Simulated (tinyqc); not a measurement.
From one set of inputs to another, one input at a time: implant damage, amorphisation by cascade overlap, and solid-phase epitaxial regrowth. Computed by tinyqc, a small Python program. Command: `OMP_NUM_THREADS=1 python tinyqc.py 3110299 3110300 out.jsonl sper ladder`. One thread of a shared host (Intel(R) Xeon(R) Processor @ 2.30GHz), about 0.01 s of CPU time with the checks.

Range and width of the damage are inputs. Dynamic annealing enters only through the surviving share f.

The inputs printed are set A. Set A is modelled on silicon ions in silicon; the values taken over come from a set modelled on germanium ions in germanium. Inputs not listed in the table keep their values of set A, so the rows need not describe a real material.

Inputs (values chosen for the exercise, modelled on silicon ions in silicon):

| quantity | value | unit |
|---|---|---|
| atomic density N | 49.9 | 1/nm^3 |
| ion Z1 | 14 | - |
| ion mass M1 | 28 | u |
| target Z2 | 14 | - |
| target mass M2 | 28.09 | u |
| ion energy E | 9.6 | keV |
| displacement energy E_d | 16 | eV |
| depth of the damage peak R_d | 9.7 | nm |
| width of the damage profile s_d | 5.9 | nm |
| share of defects that survive f | 0.43 | - |
| critical displaced share x_c | 0.1 | - |
| dose Q | 1.7e+14 | 1/cm^2 |
| regrowth prefactor v0 | 5.9e+15 | nm/s |
| regrowth energy E_a | 2.68 | eV |
| anneal temperature | 715 | C |
| rate relative to (100) | 0.33 | - |
| peak enhancement by the dopant | 9.2 | - |

Constants: a_0 = 0.529177210903 angstrom; e^2/(4 pi eps_0) = 14.39964548 eV angstrom; k_B = 8.617333262e-05 eV/K.

Method:
- Robinson partition: eps = E a M2/(Z1 Z2 (e^2/(4 pi eps_0)) (M1 + M2)), a = 0.8853 a_0/sqrt(Z1^(2/3) + Z2^(2/3)); k = 0.0793 Z1^(2/3) Z2^(1/2) (M1 + M2)^(3/2)/((Z1^(2/3) + Z2^(2/3))^(3/4) M1^(3/2) M2^(1/2)); damage energy T_d = E/(1 + k (eps + 0.40244 eps^(3/4) + 3.4008 eps^(1/6))); displacements nu = 0.8 T_d/(2 E_d).
- Displaced share x(z) = f nu Q exp(-(z - R_d)^2/(2 s_d^2))/(sqrt(2 pi) s_d N); the layer is amorphous where x > x_c, between R_d -/+ s_d sqrt(2 ln(x_max/x_c)), the upper edge being cut at the surface. Threshold dose Q_c = Q x_c/x_max.
- v = v0 x orientation factor x exp(-E_a/(k_B T)) x [1 + (enhancement - 1) exp(-(z - R_d)^2/(2 s_d^2))], T = anneal temperature + 273.15 K; the dopant is taken to follow the damage profile; the lower front moves from the lower edge z2 to the surface, or to the middle (z1 + z2)/2 of a buried layer with upper edge z1; time = int dz/v; the equivalent undoped distance is that time times the undoped velocity.

Each row keeps all changes above it:

| input moved | from | to | threshold dose Q_c (1/cm^2) | lower edge (nm) | time with enhancement (s) |
|---|---|---|---|---|---|
| set A | - | - | 1.0336e+14 | 15.586 | 0.01786 |
| share of defects that survive f | 0.43 | 0.78 | 5.6978e+13 | 18.424 | 0.03220 |
| critical displaced share x_c | 0.1 | 0.11 | 6.2676e+13 | 18.035 | 0.02980 |
| width of the damage profile s_d (nm) | 5.9 | 13 | 1.3810e+14 | 18.081 | 0.02323 |
| displacement energy E_d (eV) | 16 | 13 | 1.1221e+14 | 21.550 | 0.06252 |
| ion energy E (keV) | 9.6 | 59 | 2.2961e+13 | 35.713 | 0.15716 |
| peak enhancement by the dopant | 9.2 | 10 | 2.2961e+13 | 35.713 | 0.14626 |
| depth of the damage peak R_d (nm) | 9.7 | 27 | 2.2961e+13 | 53.013 | 0.12096 |

Which inputs carry the difference?

Threshold dose Q_c goes from 1.03e14 to 2.30e13, a factor 0.222 in all. The largest single move comes from ion energy E (a factor 0.205), and width of the damage profile s_d works against it (a factor 2.20). Lower edge goes from 15.6 to 53.0, a factor 3.40 in all. The largest single move comes from ion energy E (a factor 1.66). Time with enhancement goes from 0.0179 to 0.121, a factor 6.77 in all. The largest single move comes from displacement energy E_d (a factor 2.69), and width of the damage profile s_d works against it (a factor 0.780). The single moves hold for this order of the switches; the total does not depend on the order.

Extremes, crossings and ranges named in words are read from the listed rows.
